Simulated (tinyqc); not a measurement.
Tight binding, kagome lattice, step by step. Computed by tinyqc, a small Python program that keeps every step. Settings: t1 = 0.85, t2 = 0.85, delta = 0, bands filled = 1. Command: `OMP_NUM_THREADS=1 python tinyqc.py 21932 21933 out.jsonl` (the two numbers bound the seeds that draw the settings). One thread of a shared host (Intel(R) Xeon(R) Processor @ 2.60GHz), about 0.01 s of CPU time with the checks.

## Bloch Hamiltonian at k

Parameters chosen for this model:

| parameter | value | unit |
|---|---|---|
| t1 | 0.850000 | eV, up triangles |
| t2 | 0.850000 | eV, down triangles |
| delta | 0 | eV on site C |

k point k (fractions of the reciprocal vectors): 0.2000  -0.4800

H_AB = -t1 - t2 exp(-i k.a1), H_AC = -t1 - t2 exp(-i k.a2), H_BC = -t1 - t2 exp(i k.(a1 - a2)), H_CC = delta.

H(k) at k (eV):
```
                 A                B                C
A           0.0000  -1.1127+0.8084i  -0.0067-0.1065i
B  -1.1127-0.8084i           0.0000  -0.4881+0.7691i
C  -0.0067+0.1065i  -0.4881-0.7691i           0.0000
```

## Levels at k

Diagonalise the Hermitian matrix.

eigenvalues (eV): -1.6018  -0.0982  1.7000

weights |c|^2 of the basis functions:
```
   band 1  band 2  band 3
A  0.3497  0.3033  0.3470
B  0.5145  0.0006  0.4848
C  0.1358  0.6960  0.1682
```

## Bloch Hamiltonian at K

k point K (fractions of the reciprocal vectors): 0.3333  0.6667

As before.

H(k) at K (eV):
```
                 A                B                C
A           0.0000  -0.4250+0.7361i  -0.4250-0.7361i
B  -0.4250-0.7361i           0.0000  -0.4250+0.7361i
C  -0.4250+0.7361i  -0.4250-0.7361i           0.0000
```

## Levels at K

As before.

eigenvalues (eV): -0.8500  -0.8500  1.7000

## Bands along a path

The same steps at evenly spaced points between the labelled ones.

Bands along the path (eV):

| k | band 1 | band 2 | band 3 |
|---|---|---|---|
| G | -3.4000 | 1.7000 | 1.7000 |
| G-K 0.33 | -3.0023 | 1.3023 | 1.7000 |
| G-K 0.67 | -1.9952 | 0.2952 | 1.7000 |
| K | -0.8500 | -0.8500 | 1.7000 |
| K-M 0.33 | -1.3023 | -0.3977 | 1.7000 |
| K-M 0.67 | -1.5975 | -0.1025 | 1.7000 |
| M | -1.7000 | 0 | 1.7000 |
| M-K' 0.33 | -1.5975 | -0.1025 | 1.7000 |
| M-K' 0.67 | -1.3023 | -0.3977 | 1.7000 |
| K' | -0.8500 | -0.8500 | 1.7000 |

With 1 band(s) filled, the highest filled level on these points lies at K and the lowest empty one at K: the bands touch or overlap, so there is no gap.
